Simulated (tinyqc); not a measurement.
# Random telegraph noise from one oxide trap in a small MOSFET: effect of the depth of the trap from the channel interface

An acceptor-like trap exchanges electrons with the channel. Inversion charge Q = Cox u, u = n Vt W0(exp((Vg - VT)/(n Vt))), W0 the Lambert function, n = nf, Cox = eps0 eox/tox; linear regime Id = (W/L) mu Q Vd. Relative to threshold the surface potential rises by Vt ln(u/u0) and the oxide voltage by the rest of Vg - VT, with u0 = n Vt W0(1).

N = Cox u/q; dpsi = Vt ln(u/u0); E = E0 - dpsi - (xt/tox)(Vg - VT - dpsi); capture time tc = 1/[(N/zi) vth s0 exp(-xt/lt - EB/Vt)]; emission time te = tc exp(-E/Vt); occupancy te/(tc + te). A = W L; threshold step dV = q (1 - xt/tox)/(Cox A); gm/Id = 1/(u + n Vt); relative step dI/I = (gm/Id) dV + asc mu/A. fc = (1/tc + 1/te)/(2 pi); rms = (dI/I) sqrt(tc te)/(tc + te).

Values chosen for this exercise; values of the order met in silicon transistors: temperature T = 200 K; relative permittivity of the gate insulator (close to aluminium oxide) eox = 9.11; insulator thickness tox = 6.1 nm; trap level above the channel Fermi level at threshold E0 = 0.03 eV; capture prefactor s0 = 5e-16 cm^2; capture barrier (lattice relaxation) EB = 0.19 eV; tunnelling decay length lt = 0.14 nm; thermal velocity vth = 1.9e7 cm/s; thickness of the inversion layer zi = 2.8 nm; threshold voltage VT = 0.38 V; body factor nf = 1.2; gate width W = 180 nm; gate length L = 65 nm; mobility mu = 240 cm^2/(V s); scattering coefficient of the charged trap asc = 1.5e-16 V s; drain voltage Vd = 0.02 V; gate voltage Vg = 0.47 V.

Constants: q = 1.602176634e-19 C, kB = 1.380649e-23 J/K, Vt = kB T/q, eps0 = 8.8541878128e-14 F/cm where lengths are in cm. Results are converted to the units shown.

Effect of the depth of the trap from the channel interface:
```
xt (nm)     E (eV)    tc (s)    te (s)  occupancy  dI/I (%)   fc (Hz)  rms dI/I (%)
0.3      -0.002736  2.829e-5  3.316e-5     0.5396     1.167   1.042e4        0.5815
0.92     -0.008857  0.002371  0.003964     0.6257     1.045     107.3        0.5058
1.52      -0.01478    0.1723    0.4062     0.7022    0.9278     1.316        0.4243
2.14      -0.02090     14.44     48.56     0.7708    0.8063   0.01430        0.3389
2.75      -0.02693      1127      5374     0.8267    0.6869  1.709e-4        0.2600
3.35      -0.03285   8.186e4   5.506e5     0.8706    0.5694  2.233e-6        0.1911
3.96      -0.03887   6.388e6   6.094e7     0.9051    0.4499  2.753e-8        0.1318
```

What does the table show?

As xt goes from 0.3 to 3.96, tc rises from 2.83e-5 to 6.39e6 s, te rises from 3.32e-5 to 6.09e7 s and dI/I falls from 1.17 to 0.450 %. tc grows a decade every lt ln 10 = 0.322 nm of depth; traps spread evenly in depth therefore give corner frequencies spread evenly on a log scale, whose sum is 1/f noise if the traps contribute equal variances.

Range of the model: VT is taken as given; short-channel effects and the uneven flow of current among few electrons are left out.

Computed by the program tinyqc: `OMP_NUM_THREADS=1 python tinyqc.py 2710047 2710048 out.jsonl`, one thread of a shared Intel Xeon 2.30GHz, about 0.01 s for the whole run.
